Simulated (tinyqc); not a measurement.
Surface photovoltage measurement of the minority-carrier diffusion length in a wafer: one step, computed by the program tinyqc.

Low injection, steady light, a depletion layer much thinner than 1/alpha and L. The excess density dn is taken at the front edge of the neutral region; light that reaches the back is lost.

Task: One wavelength. alpha = (84.732/lambda - 76.417)^2 per cm with lambda in micrometre (an empirical fit for silicon between 0.7 and 1.05 micrometre). Thick wafer: dn = Phi L/((S_f + D/L)(L + 1/alpha)). Finite wafer, with s = S_b L/D, w = W/L, a = alpha L: dn = [Phi a/(a^2 - 1)] [a - B - exp(-alpha W)(a - s)/(cosh w + s sinh w)]/(S_f + B D/L), B = (sinh w + s cosh w)/(cosh w + s sinh w). Photovoltage V = (k_B T/e) ln(1 + dn/n_0). Lifetime = L^2/D.

Inputs (values chosen for the exercise, modelled on p-type silicon at room temperature): diffusion length L = 83 micrometre; wafer thickness W = 625 micrometre; diffusivity D = 27.3 cm^2/s; front recombination velocity S_f = 9600 cm/s; back recombination velocity S_b = 31000 cm/s; photon flux entering = 2.4e+12 1/(cm^2 s); minority density at the surface barrier scale n_0 = 6e+10 1/cm^3; temperature T = 298 K; wavelength = 941 nm.

Constants: k_B = 8.617333262e-05 eV/K.

Give: alpha; penetration depth 1/alpha; dn, thick wafer; B; dn, finite wafer; photovoltage V; lifetime.

Result:

alpha = 185.7 1/cm

penetration depth 1/alpha = 53.85 micrometre

dn, thick wafer = 1.129e+08 1/cm^3

B = 1.000

dn, finite wafer = 1.129e+08 1/cm^3

photovoltage V = 0.04829 mV

lifetime = 2.523 microsecond
